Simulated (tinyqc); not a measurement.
# Nanowire ballistic transistor, top-of-the-barrier model: what changes with what

At the top of the source barrier, states moving towards the drain are filled by the source (Fermi level 0) and states moving back by the drain (Fermi level -q Vd); nothing scatters. U is the shift of the band edge there, set by the capacitances CG, CD and CS (the total) and by the charge. Parabolic one-dimensional subband; the source is grounded.

Inputs (values chosen for the exercise); mass and valleys close to those of a monolayer dichalcogenide:
- T = 250 K (temperature)
- m = 0.484 m0 (effective mass)
- gv = 2 (valley degeneracy)
- eox = 7.5 (relative permittivity of the gate insulator)
- tox = 1.7 nm (insulator thickness)
- d = 6 nm (wire diameter)
- aG = 0.93 (gate control CG/CS)
- aD = 0.03 (drain control CD/CS)
- E0 = 0.39 eV (band edge at the barrier top above the source Fermi level at zero bias)
- Vd = 0.6 V (drain voltage)

Constants: q = 1.602176634e-19 C, kB = 1.380649e-23 J/K, hbar = 1.054571817e-34 J s, h = 6.62607015e-34 J s, m0 = 9.1093837015e-31 kg, Vt = kB T/q, eps0 = 8.8541878128e-14 F/cm where lengths are in cm. Results are converted to the units shown.

Each table varies one quantity; the others keep the values above.

## Transfer curve

N0 = gv sqrt(2 m kB T/pi)/hbar, CG = 2 pi eps0 eox/ln(1 + 2 tox/d), CS = CG/aG, n0 = n at U = 0 and Vd = 0. eta1 = -(E0 + U)/Vt, eta2 = eta1 - Vd/Vt, n = (N0/2)[F_(-1/2)(eta1) + F_(-1/2)(eta2)], F_(-1/2)(x) = (1/sqrt(pi)) int_0^infinity u^(-1/2)/(1 + exp(u - x)) du. U = UL + q (n - n0)/CS with UL = -(aG Vg + aD Vd), energies in eV. I = gv (2 q^2/h) Vt [ln(1 + exp eta1) - ln(1 + exp eta2)]. CQ = (q/Vt) dn/d(eta1).

Transfer curve:
```
Vg (V)     eta1  n (cm^-1)    I (uA)  mean velocity I/(q n) (cm/s)     CQ/CS
0        -17.27    0.09351  1.058e-7                       7.060e6  6.959e-8
0.1      -12.95      7.009  7.928e-6                       7.060e6  5.216e-6
0.2      -8.634      525.1  5.939e-4                       7.060e6  3.907e-4
0.3      -4.345    3.793e4   0.04302                       7.079e6   0.02797
0.4     -0.7726    1.038e6     1.268                       7.620e6    0.5952
0.5       1.537    3.735e6     5.781                       9.660e6    0.9636
0.6       3.900    6.360e6     13.09                       1.284e7    0.6854
0.7       6.635    8.487e6     22.15                       1.629e7    0.4989
0.8       9.617    1.028e7     32.11                       1.949e7    0.4058
```

What does the comparison show?

The current rises from 1.06e-7 to 32.1 uA. Between the first two rows the swing is 53.3 mV a decade, against Vt ln 10/aG = 53.3. CQ/CS goes from 7.0e-8 to 0.41, so a volt on the gate moves the band edge by 0.93 eV in the first row and 0.66 eV in the last. The mean velocity rises from 7.06e6 to 1.95e7 cm/s. For Vg = 0.5 to 0.8 V higher subbands of the wire, left out here, could begin to fill.

## Effect of the effective mass

Same model as above.

CQ = (q/Vt) dn/d(eta1). E0 is held fixed.

In this table Vg = 0.6 V, Vd = 0.6 V.

Effect of the effective mass:
```
m (m0)    eta1  n (cm^-1)  I (uA)  mean velocity I/(q n) (cm/s)     CQ/CS
0.02    7.2856   1.8116e6  24.324                      8.3806e7  0.096104
0.032   6.9676   2.2389e6  23.264                      6.4854e7   0.12470
0.05    6.6080   2.7221e6  22.065                      5.0591e7   0.16072
0.08    6.1635   3.3193e6  20.583                      3.8703e7   0.21175
0.13    5.6321   4.0334e6  18.814                      2.9114e7   0.28482
0.2     5.1031   4.7443e6  17.056                      2.2439e7   0.37495
0.32    4.4767   5.5859e6  14.983                      1.6741e7   0.51346
0.5     3.8546   6.4218e6  12.938                      1.2575e7   0.70142
0.8     3.1999   7.3016e6  10.816                      9.2457e6   0.98296
```

As m goes from 0.02 to 0.8 m0, n rises from 1.81e6 to 7.30e6 cm^-1, the mean velocity falls from 8.38e7 to 9.25e6 cm/s and the current falls from 24.3 to 10.8 uA. CQ/CS goes from 0.096 to 0.98. The loss of velocity outweighs the gain of charge over the whole range. For m = 0.32 to 0.8 m0 higher subbands of the wire, left out here, could begin to fill.

tinyqc, about 0.03 s, one thread, Intel Xeon 2.30GHz (shared host): `OMP_NUM_THREADS=1 python tinyqc.py 2400035 2400036 out.jsonl`
